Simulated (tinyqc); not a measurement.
Inside a calculation: dielectric confinement in a thin film (image charges). Values are carried at full precision from step to step, so a last printed digit may differ when a step is redone from the rounded ones.

A film |z| < t/2 of dielectric constant eps between half-spaces of dielectric constant e2; lam = (eps - e2)/(eps + e2), q = e^2/(4 pi eps0). The self-energy of a band edge is taken with the high-frequency value, e2 = eh, and the field of a fixed ion with the static one, e2 = eo. A charge at z has images lam^|n| at n t + (-1)^n z. Its self-energy is S(z) = (q/2 eps) sum over n >= 1 of lam^n [1/(n t - 2z) + 1/(n t + 2z)] for odd n and 2 lam^n/(n t) for even n; at the centre S(0) = -(q/(eps t)) ln(1 - lam).

Constants: e^2/(4 pi eps0) = 14.39964547 eV angstrom; hbar^2/2m0 = 3.80998211 eV angstrom^2; Ry = 13.60569312 eV.

Parameters, chosen for this exercise (near those of an InGaAs film between layers of a low-k oxide; shifted at random, so the results belong to these values and not to a real crystal): t = 40 angstrom (film thickness); eps = 13.1 (dielectric constant of the film); eh = 2 (high-frequency dielectric constant outside); mz = 0.045 m0 (mass across the film); eo = 2.6 (static dielectric constant outside); m = 0.046 m0 (mass in the plane).

## Images for a charge at the centre

Give lam, the first five terms (q/eps) lam^n/(n t), their sum and the closed form.

lam = 0.7351

terms (meV): 20.20  7.42  3.64  2.01  1.18

sum of five = 34.45 meV
S(0) = 36.50 meV

The surroundings screen less than the film, so the images repel and each band edge moves outwards: the gap changes by about 2 S = +73 meV. The static value 2.6 would give S(0) = +30.4 meV.

## Self-energy across the film

S at 2z/t = 0, 0.2, 0.4, 0.6, 0.8 and 0.9, summed to n = 399.

Self-energy:

| 2z/t | z (angstrom) | S (meV) |
|---|---|---|
| 0.0 | 0.0 | 36.50 |
| 0.2 | 4.0 | 37.37 |
| 0.4 | 8.0 | 40.43 |
| 0.6 | 12.0 | 48.04 |
| 0.8 | 16.0 | 72.73 |
| 0.9 | 18.0 | 123.03 |

Towards the wall S diverges as (q lam/4 eps)/(distance), an artefact of the abrupt interface that the vanishing envelope makes harmless.

## Shift of the subband edge

First order: <S> over the envelope (2/t) cos^2(pi z/t), beside the confinement energy c (pi/t)^2/mz, c = hbar^2/2m0.

<S> = 40.99 meV
confinement energy = 522.26 meV

|<S>| is 0.08 times the confinement energy; the first goes as 1/t and the second as 1/t^2, so they are equal at t = 510 angstrom.

## Binding of a donor

Donor at the centre, lam from the static eo, trial function cos(pi z/t) exp(-rho/l): E(l) = c/(m l^2) - (q/eps) times the integral over k of F(k t) (1 + (k l/2)^2)^(-3/2), with F(x) = F0 + 2 lam exp(-x) G/(1 - lam exp(-x)), F0 = 2[(1 - exp(-x/2))/x + x (1 + exp(-x/2))/(x^2 + 4 pi^2)], G = 2 sinh(x/2)[1/x - x/(x^2 + 4 pi^2)]; c = hbar^2/2m0. The binding energy is -E at the minimum, counted from the subband edge with its self-energy.

Minimise over l with and without images (lam = 0); Ry* = Ry m/eps^2.

Donor:

| case | l (angstrom) | binding (meV) | in Ry* |
|---|---|---|---|
| no images | 92.3 | 11.7 | 3.21 |
| with images | 62.9 | 52.3 | 14.34 |

Ry* = 3.65 meV

The images change the binding by +40.6 meV, against -2 (q/(eps t)) ln(1 - lam) = +60.7 meV for an orbit much smaller than t. At 300 K the binding is 2.0 kB T.

## Checks

- S(0) from the series against the closed form, meV: both 36.50.
- F(2.3) for lam = 0.7351 from a direct sum over images against the closed form: both 0.9029.

tinyqc: `OMP_NUM_THREADS=1 python tinyqc.py 1282496 1282497 out.jsonl`; about 0.1 s, one thread, shared Intel(R) Xeon(R) Processor @ 2.30GHz.
